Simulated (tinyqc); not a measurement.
Coverage against grain size: equilibrium and kinetic segregation of a solute to boundaries and growing surfaces. Computed by tinyqc, a small Python program. Command: `OMP_NUM_THREADS=1 python tinyqc.py 3009948 3009949 out.jsonl segreg walk`. One thread of a shared host (Intel(R) Xeon(R) Processor @ 2.30GHz), about 0.01 s of CPU time with the checks.

Inputs (values chosen for the exercise, for a model alloy):
```
quantity                              value  unit
segregation energy Q                  0.403    eV
interaction z w (positive attracts)  -0.085    eV
total solute fraction x0             0.0032     -
temperature T                           875     K
boundary thickness delta               0.67    nm
```

Isotherm: Fowler-Guggenheim.

Constants: k_B = 8.617333262e-05 eV/K.

Method. With theta the solute fraction on boundary sites and x that in the grains, theta/(1 - theta) = [x/(1 - x)] exp[(Q + z w theta)/(k_B T)]. Finite grains: boundary sites are the fraction f = 3 delta/d, and x0 = (1 - f) x + f theta; solve both equations for theta; share at boundaries = f theta/x0.

At T:
```
d (nm)    theta  x in the grains  share at boundaries (%)
15      0.02313        0.0001160                   96.861
30      0.04451        0.0002337                   93.185
60      0.08203        0.0004677                   85.875
120     0.13846        0.0008959                   72.473
250     0.20582        0.0015577                   51.713
500     0.25558        0.0021813                   32.108
1000    0.28588        0.0026307                   17.957
5000    0.31245        0.0030756                    3.925
```

From the largest grains to the smallest the share at boundaries rises from 3.9 to 97 %, and x/x0 falls to 0.036. In the dilute limit x/x0 = 1/(1 - f + f exp(Q/(k_B T))), which gives 0.035 at 15 nm.

Extremes, crossings and ranges named in words are read from the listed rows.
